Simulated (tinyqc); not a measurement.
# Changing the channel doping C_B

Model: two-dimensional dopant profile at a mask edge: lateral junction, overlap and effective channel length. Computed by tinyqc, a small Python program. Command: `OMP_NUM_THREADS=1 python tinyqc.py 3018564 3018565 out.jsonl lateral sweep`. One thread of a shared host (Intel(R) Xeon(R) Processor @ 2.30GHz), about 0.01 s of CPU time with the checks.

Ions enter for y < 0; the mask (spacer, then gate) covers y > 0. x is the depth. The surface reflects dopant during the anneal.

Inputs (values chosen for the exercise, modelled on a source-drain extension in silicon):
```
quantity               value    unit
dose Q               1.3e+14  1/cm^2
projected range R_p      4.3      nm
vertical straggle          2      nm
lateral straggle         1.4      nm
anneal budget D t      4e-15    cm^2
gate length L_g           27      nm
offset spacer            1.6      nm
oxide thickness          4.9      nm
```

Constants: eps_0 = 8.8541878128e-12 F/m.

Method:
- Widths s_x^2 = (vertical straggle)^2 + 2 D t, s_y^2 = (lateral straggle)^2 + 2 D t. C(x, y) = V(x) (1/2) erfc(y/(sqrt2 s_y)), V(x) = Q/(sqrt(2 pi) s_x) [exp(-(x - R_p)^2/(2 s_x^2)) + exp(-(x + R_p)^2/(2 s_x^2))]; 1 nm = 1e-7 cm.
- The vertical junction far from the mask solves V(x) = C_B.
- The lateral junction at depth x solves C = C_B: y_j(x) = sqrt2 s_y erfc^-1(2 C_B/V(x)). Overlap under the gate = y_j(0) - spacer; metallurgical channel L_met = L_g - 2 overlap (tails from the two sides are not added).
- Abruptness at y_j(0) in nm per decade = ln(10) s_y sqrt(pi/2) exp(u^2) erfc(u), u = y_j/(sqrt2 s_y). Overlap capacitance per width = 3.9 eps_0 overlap/t_ox (zero if there is no overlap).

One run for each value; columns: (1) channel doping C_B (1/cm^3); (2) lateral junction y_j(0) (nm); (3) vertical junction x_j (nm); (4) metallurgical channel L_met (nm); (5) lateral abruptness (nm/decade):
```
(1)          (2)     (3)     (4)     (5)
3.00e+16  5.5316  13.581  19.137  1.0652
6.80e+16  5.1410  13.148  19.918  1.1347
1.50e+17  4.7376  12.708  20.725  1.2161
3.40e+17  4.2876  12.227  21.625  1.3207
7.70e+17  3.7959  11.716  22.608  1.4557
1.70e+18  3.2664  11.184  23.667  1.6325
3.90e+18  2.6325  10.578  24.935  1.9023
8.90e+18  1.8792   9.912  26.442  2.3452
```

Over the rows, lateral junction y_j(0) (nm) falls from 5.53 to 1.88 (exponent d ln y / d ln x -0.089 between the first rows and -0.41 between the last); vertical junction x_j (nm) falls from 13.6 to 9.91 (exponent d ln y / d ln x -0.040 between the first rows and -0.079 between the last); metallurgical channel L_met (nm) rises from 19.1 to 26.4 (exponent d ln y / d ln x 0.049 between the first rows and 0.071 between the last). A heavier channel (or halo) pushes both junctions back along the tails, where the profile is less steep on a logarithmic scale. Left out: 2.00e19 (the surface is not inverted by the implant).

Caution (all rows): the profile peaks below the surface, where the junction reaches further under the gate than y_j(0); the overlap given is the one at the surface.

Extremes, crossings and ranges named in words are read from the listed rows.
